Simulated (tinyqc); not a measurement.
Electron-beam lithography: double-Gaussian proximity function, edge placement and dose correction for parallel lines: one step, computed by the program tinyqc. Command: `OMP_NUM_THREADS=1 python tinyqc.py 3110422 3110423 out.jsonl proximity walk`. One thread of a shared host (Intel(R) Xeon(R) Processor @ 2.30GHz), about 0.01 s of CPU time with the checks.

Lines are infinitely long. Absorbed energy is counted so that the middle of a very large area written at dose 1 receives 1; the resist develops where it exceeds 1/2.

Question. Interaction matrix. f(r) = [exp(-r^2/alpha^2)/alpha^2 + eta exp(-r^2/beta^2)/beta^2]/(pi (1 + eta)). A line from a to b at dose d gives E(x) = d [S(alpha) + eta S(beta)]/(1 + eta), S(s) = [erf((b - x)/s) - erf((a - x)/s)]/2. M_ij is the mean of E at the two edges of line i from line j at dose 1.

Inputs (values chosen for the exercise, of the order of those for 30 keV electrons in resist on silicon): forward range alpha = 0.013 micrometre; backscatter range beta = 4.5 micrometre; backscatter ratio eta = 0.47.

Lines (micrometre):
```
line  left edge  right edge  centre
1         0.000       0.110  0.0550
2         0.230       0.281  0.2555
3         1.981       2.033  2.0070
4         2.663       2.707  2.6850
```

Give: M.

Answer.

M:
```
        1       2       3       4
1  0.3445  0.0020  0.0017  0.0013
2  0.0044  0.3422  0.0018  0.0013
3  0.0037  0.0018  0.3422  0.0017
4  0.0031  0.0015  0.0020  0.3419
```
